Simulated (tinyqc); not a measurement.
## Doping and offset from the band bending

Inverse problem. An n-N heterojunction in equilibrium with Boltzmann electrons and no holes obeys er1 N1 g(u1/Vt) = er2 N2 g(-u2/Vt), g(t) = exp(t) - t - 1, where u1 = psi_j - psi_L and u2 = psi_R - psi_j, and u1 + u2 = dEc + Vt ln(N2 Nc1/(N1 Nc2)). Find N2 and dEc.

Parameters, values chosen for the exercise; band and dielectric values those of a made-up pair:
- T = 300 K (temperature)
- er1 = 11.1 (relative permittivity of material 1)
- Nc1 = 2.51e19 cm^-3 (conduction-band density of states of material 1)
- er2 = 15.2 (relative permittivity of material 2)
- Nc2 = 2.25e19 cm^-3 (conduction-band density of states of material 2)
- N1 = 8.1e16 cm^-3 (donor density of material 1)

Constants: q = 1.602176634e-19 C, kB = 1.380649e-23 J/K, Vt = kB T/q. Results are converted to the units shown.

bending psi_j - psi_L = 0.045492739 V
bending psi_R - psi_j = 0.078882730 V

Answer. Continuity of D gives N2 directly; the sum of the bendings then gives the offset.

N2 = 8.60e16 cm^-3
dEc = 0.120 eV

Program tinyqc, `OMP_NUM_THREADS=1 python tinyqc.py 2040007 2040008 out.jsonl`; Intel Xeon 2.30GHz, shared host, one thread, about 0.01 s.
